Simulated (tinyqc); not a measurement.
Trap density from one capacitance.

Problem. Traps spread evenly through the insulator exchange electrons with the semiconductor by tunnelling, with tau(x) = t0 exp(2 ka x) at depth x from the interface. The admittance per area Y seen at depth x obeys dY/dx = -Y^2/(i w eps0 eox) + q Nb ln(1 + i w tau)/tau, with Y(0) = i w Cs and w = 2 pi f; the gate sees Y(tox) = G + i w C. Working variable y = Y/(i w), in uF/cm^2. Cox = eps0 eox/tox. Find Nb and G/w.

Parameters, values chosen for the exercise:
```
symbol,value,unit,meaning
eox,21.1,,relative permittivity of the insulator
tox,5,nm,insulator thickness
Cs,1.3,uF/cm^2,semiconductor capacitance in accumulation
ka,3.4,1/nm,decay constant of the wave function in the insulator
t0,6e-9,s,time constant of a trap at the interface
f,10000,Hz,frequency
```

Constants: q = 1.602176634e-19 C, eps0 = 8.8541878128e-14 F/cm where lengths are in cm. Results are converted to the units shown.

C = 1.0289607 uF/cm^2

Answer. C rises steadily with Nb, so one density matches; in practice ka and t0 must come from the frequency dependence.

Nb = 5.20e18 cm^-3 eV^-1
G/w = 0.0122 uF/cm^2

Computed by the program tinyqc: `OMP_NUM_THREADS=1 python tinyqc.py 2202138 2202139 out.jsonl`, one thread of a shared Intel Xeon 2.30GHz, about 0.3 s for the whole run.
